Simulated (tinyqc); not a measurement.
Plane-wave Kohn-Sham cycle with exchange-only LDA in a layered model solid, step by step. One step of it, computed by the program tinyqc.

Task: Iteration 2: levels at that k. Diagonalise the Hermitian matrix.

H (hartree), lower triangle:
```
           -2         -1         +0         +1        +2
-2   0.675237
-1  -0.045104  -0.095826
+0   0.001342  -0.045104  -0.250038
+1   0.000125   0.001342  -0.045104   0.212599
+2   0.000025   0.000125   0.001342  -0.045104  1.292087
```

Give: eigenvalues.

Result:

eigenvalues (hartree): -0.2663  -0.0867  0.2152  0.6779  1.2940
